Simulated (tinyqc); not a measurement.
What moves the exposure: standing waves and exposure in a photoresist film.

Normal incidence from air. Unexposed resist: N1 = n1 + i k1 with k1 = (A + B) lam/(4 pi), lam in micrometres. r01 = (1 - N1)/(1 + N1), t01 = 2/(1 + N1). Substrate Ns = ns + i ks: r12 = (N1 - Ns)/(N1 + Ns). With p = exp(2 pi i N1 d/lam), the field at depth z is E(z) = t01 [exp(2 pi i N1 z/lam) + r12 p^2 exp(-2 pi i N1 z/lam)]/(1 + r01 r12 p^2), the relative intensity I(z) = n1 |E(z)|^2 and the reflectance R = |(r01 + r12 p^2)/(1 + r01 r12 p^2)|^2.

Inputs chosen for the exercise (a resist on Al, indices near tabulated ones; shifted at random, so the results belong to these values and not to a real crystal):
- lam = 248 nm (vacuum wavelength)
- n1 = 1.741 (resist index)
- A = 0.03 1/micrometre (bleachable absorption (Dill A))
- B = 0.9 1/micrometre (fixed absorption (Dill B))
- d = 487 nm (resist thickness)
- ns = 0.192 (substrate n)
- ks = 2.893 (substrate k)

The mean of I is over 800 depths. Each row changes one parameter from the base and keeps the others.

Results:

| case | \|r12\|^2 | R | mean I | I at the bottom |
|---|---|---|---|---|
| base | 0.8731 | 0.5550 | 0.8768 | 0.4347 |
| d = 497 nm | 0.8731 | 0.5061 | 0.9540 | 0.4800 |
| n1 = 1.758 | 0.8727 | 0.5482 | 0.8889 | 0.4510 |
| B = 1.1 1/micrometre | 0.8696 | 0.4982 | 0.8309 | 0.4041 |
| ks = 2.604 | 0.8560 | 0.5485 | 0.8744 | 0.5029 |
| ns = 0.211 | 0.8631 | 0.5515 | 0.8745 | 0.4327 |

The largest shifts from the base row, up to three for each result and ties (the steps differ in size, so this ranks the rows, not the parameters). |r12|^2: ks -0.0171, ns -0.0100, B -0.0035; unchanged at the printed digits by d. R: B -0.0568, d -0.0488, n1 -0.0068. mean I: d +0.0772, B -0.0458, n1 +0.0121. I at the bottom: ks +0.0683, d +0.0453, B -0.0306.

Program tinyqc; command `OMP_NUM_THREADS=1 python tinyqc.py 1681971 1681972 out.jsonl`; about 0.01 s on one thread of a shared Intel(R) Xeon(R) Processor @ 2.30GHz.
